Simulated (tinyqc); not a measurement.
Worked calculation: Hartree-Fock atom on a uniform radial grid, spin-unpolarised, for Be(2+). Computed by tinyqc, a small Python program that keeps every step. Settings: Z = 4, points = 128, R = 6.4, functional = hf2, mixing = 0.6, iteration cap = 67. Command: `OMP_NUM_THREADS=1 python tinyqc.py 22987 22988 out.jsonl` (the two numbers bound the seeds that draw the settings). One thread of a shared host (Intel(R) Xeon(R) Processor @ 2.60GHz), about 0.05 s of CPU time with the checks. Later iterations appear only in the table of the cycle.

## Iteration 1

Spherical atom on a uniform radial grid r_j = j h with h = R/(N + 1), h sum u^2 = 1 and integrals as h times sums, u(0) = u(R) = 0 (atomic units):
```
parameter           value
Z                       4
points N              128
R                6.400000
h                0.049612
mixing           0.600000
electrons in 1s         2
```

Three-point differences turn -u''/2 + [l(l+1)/2r^2 - Z/r + V] u = e u into a tridiagonal matrix (diagonal 1/h^2 + potential, off-diagonal -1/2h^2). D = sum f u^2; the Hartree potential y/r solves y'' = -D/r with y(0) = 0, y(R) = N_e; for two electrons in one orbital exchange is -V_H/2 (Hartree-Fock); E = sum f e - int D V + int D (V_H/2 + eps_xc); V(new) = V + mixing (V_H + v_xc - V).

eigenvalues (hartree): 1s -7.9227

Every 8th grid point:
```
r         V in     u(1s)         D     V_H     v_xc
0.3969  0.0000    1.2989    3.3742  4.4895  -2.2447
0.7938  0.0000    0.5365    0.5756  2.5007  -1.2503
1.1907  0.0000    0.1662    0.0552  1.6789  -0.8395
1.5876  0.0000    0.0458    0.0042  1.2597  -0.6299
1.9845  0.0000    0.0118  2.79e-04  1.0078  -0.5039
2.3814  0.0000    0.0029  1.71e-05  0.8398  -0.4199
2.7783  0.0000    0.0007  9.95e-07  0.7199  -0.3599
3.1752  0.0000  1.66e-04  5.54e-08  0.6299  -0.3149
3.5721  0.0000  3.87e-05  2.99e-09  0.5599  -0.2799
3.9690  0.0000  8.88e-06  1.58e-10  0.5039  -0.2520
4.3659  0.0000  2.02e-06         0  0.4581  -0.2290
4.7628  0.0000  4.54e-07         0  0.4199  -0.2100
5.1597  0.0000  1.02e-07         0  0.3876  -0.1938
5.5566  0.0000  2.26e-08         0  0.3599  -0.1800
5.9535  0.0000  4.84e-09         0  0.3359  -0.1680
6.3504  0.0000  3.47e-10         0  0.3149  -0.1575
```

total energy = -13.355449 hartree

## Iteration 2

As before.

eigenvalues (hartree): 1s -6.4504

Every 8th grid point:
```
r         V in     u(1s)         D     V_H     v_xc
0.3969  1.3468    1.2910    3.3335  4.3940  -2.1970
0.7938  0.7502    0.5938    0.7053  2.4915  -1.2458
1.1907  0.5037    0.2090    0.0873  1.6783  -0.8391
1.5876  0.3779    0.0659    0.0087  1.2597  -0.6298
1.9845  0.3023    0.0196    0.0008  1.0078  -0.5039
2.3814  0.2520    0.0056  6.26e-05  0.8398  -0.4199
2.7783  0.2160    0.0016  4.85e-06  0.7199  -0.3599
3.1752  0.1890  4.25e-04  3.61e-07  0.6299  -0.3149
3.5721  0.1680  1.14e-04  2.62e-08  0.5599  -0.2799
3.9690  0.1512  3.04e-05  1.85e-09  0.5039  -0.2520
4.3659  0.1374  8.01e-06  1.28e-10  0.4581  -0.2290
4.7628  0.1260  2.09e-06         0  0.4199  -0.2100
5.1597  0.1163  5.44e-07         0  0.3876  -0.1938
5.5566  0.1080  1.40e-07         0  0.3599  -0.1800
5.9535  0.1008  3.44e-08         0  0.3359  -0.1680
6.3504  0.0945  2.67e-09         0  0.3149  -0.1575
```

total energy = -13.453811 hartree

## Convergence

Stop when input and output potentials agree to 1e-7.

Course of the cycle (hartree):
```
iteration           E    e(1s)  largest |V(out) - V(in)|
1          -13.355449  -7.9227                  3.92e+00
2          -13.453811  -6.4504                  1.37e+00
3          -13.466853  -5.9156                  4.76e-01
4          -13.468399  -5.7191                  1.65e-01
5          -13.468574  -5.6463                  5.77e-02
6          -13.468594  -5.6190                  2.03e-02
7          -13.468596  -5.6088                  7.30e-03
8          -13.468596  -5.6049                  2.72e-03
9          -13.468596  -5.6034                  1.04e-03
10         -13.468596  -5.6028                  3.99e-04
11         -13.468596  -5.6026                  1.55e-04
12         -13.468596  -5.6025                  6.05e-05
13         -13.468596  -5.6025                  2.38e-05
14         -13.468596  -5.6025                  9.35e-06
15         -13.468596  -5.6025                  3.69e-06
16         -13.468596  -5.6025                  1.46e-06
17         -13.468596  -5.6025                  5.76e-07
18         -13.468596  -5.6025                  2.28e-07
19         -13.468596  -5.6025                  9.05e-08
```

Converged in 19 iterations. A uniform grid resolves the cusp poorly: for a bare nucleus this grid gives 1s at -7.92275 against -Z^2/2 = -8 hartree. Before convergence this energy mixes input and output and is not variational, so it may rise towards its limit.
